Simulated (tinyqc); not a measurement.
Worked calculation: Hueckel theory of the pi electrons, for the molecule c1ccc2cccc-2cc1 (SMILES; centres numbered as the heavy atoms are written). One step of it, computed by the program tinyqc.

Problem. Energy, charges, bond orders. E = sum n x; q_r = z_r - P_rr; bond order p = P_rs; free valence = sqrt(3) - sum of p over the bonds of the atom.

x values: 2.310277  1.651572  1.355674  0.886975  0.477260  -0.400392  -0.737640  -1.579218  -1.869214  -2.095294

occupations: 2.000000  2.000000  2.000000  2.000000  2.000000  0.000000  0.000000  0.000000  0.000000  0.000000

charge and bond-order matrix P:
```
            1C         2C         3C         4C         5C         6C         7C         8C
1C    0.870001   0.638899   0.142691  -0.217049   0.017140   0.176598   0.017140  -0.217049
2C    0.638899   0.986447   0.664039   0.011190  -0.226883   0.017140   0.186432  -0.068408
3C    0.142691   0.664039   0.854946   0.585798   0.011190  -0.217049  -0.068408   0.172482
4C   -0.217049   0.011190   0.585798   1.027428   0.595632  -0.074358  -0.231000   0.400945
5C    0.017140  -0.226883   0.011190   0.595632   1.172879   0.656039  -0.200638  -0.231000
6C    0.176598   0.017140  -0.217049  -0.074358   0.656039   1.046600   0.656039  -0.074358
7C    0.017140   0.186432  -0.068408  -0.231000  -0.200638   0.656039   1.172879   0.595632
8C   -0.217049  -0.068408   0.172482   0.400945  -0.231000  -0.074358   0.595632   1.027428
9C    0.142691  -0.242189  -0.184853   0.172482  -0.068408  -0.217049   0.011190   0.585798
10C   0.638899   0.026246  -0.242189  -0.068408   0.186432   0.017140  -0.226883   0.011190

            9C        10C
1C    0.142691   0.638899
2C   -0.242189   0.026246
3C   -0.184853  -0.242189
4C    0.172482  -0.068408
5C   -0.068408   0.186432
6C   -0.217049   0.017140
7C    0.011190  -0.226883
8C    0.585798   0.011190
9C    0.854946   0.664039
10C   0.664039   0.986447
```

Centres:

| centre | z_r, pi electrons of the neutral centre | h |
|---|---|---|
| 1C | 1 | 0.000000 |
| 2C | 1 | 0.000000 |
| 3C | 1 | 0.000000 |
| 4C | 1 | 0.000000 |
| 5C | 1 | 0.000000 |
| 6C | 1 | 0.000000 |
| 7C | 1 | 0.000000 |
| 8C | 1 | 0.000000 |
| 9C | 1 | 0.000000 |
| 10C | 1 | 0.000000 |

Bonds:

| i | j | k |
|---|---|---|
| 1 | 2 | 1 |
| 2 | 3 | 1 |
| 3 | 4 | 1 |
| 4 | 5 | 1 |
| 5 | 6 | 1 |
| 6 | 7 | 1 |
| 7 | 8 | 1 |
| 8 | 9 | 1 |
| 9 | 10 | 1 |
| 10 | 1 | 1 |
| 8 | 4 | 1 |

Give: pi energy = 10 alpha + this times beta; pi charges; Bond orders and lengths from R = 1.517 - 0.180 p; free valence of the carbons; gap between the highest filled and the next level.

Solution.

pi energy = 10 alpha + this times beta = 13.3635

pi charges: 1C 0.1300, 2C 0.0136, 3C 0.1451, 4C -0.0274, 5C -0.1729, 6C -0.0466, 7C -0.1729, 8C -0.0274, 9C 0.1451, 10C 0.0136

Bond orders and lengths from R = 1.517 - 0.180 p (angstrom, C-C alone):

| bond | p | R |
|---|---|---|
| 1-2 | 0.6389 | 1.4020 |
| 2-3 | 0.6640 | 1.3975 |
| 3-4 | 0.5858 | 1.4116 |
| 4-5 | 0.5956 | 1.4098 |
| 5-6 | 0.6560 | 1.3989 |
| 6-7 | 0.6560 | 1.3989 |
| 7-8 | 0.5956 | 1.4098 |
| 8-9 | 0.5858 | 1.4116 |
| 9-10 | 0.6640 | 1.3975 |
| 10-1 | 0.6389 | 1.4020 |
| 8-4 | 0.4009 | 1.4448 |

free valence of the carbons: 1C 0.4543, 2C 0.4291, 3C 0.4822, 4C 0.1497, 5C 0.4804, 6C 0.4200, 7C 0.4804, 8C 0.1497, 9C 0.4822, 10C 0.4291

gap between the highest filled and the next level = 0.8777 |beta|
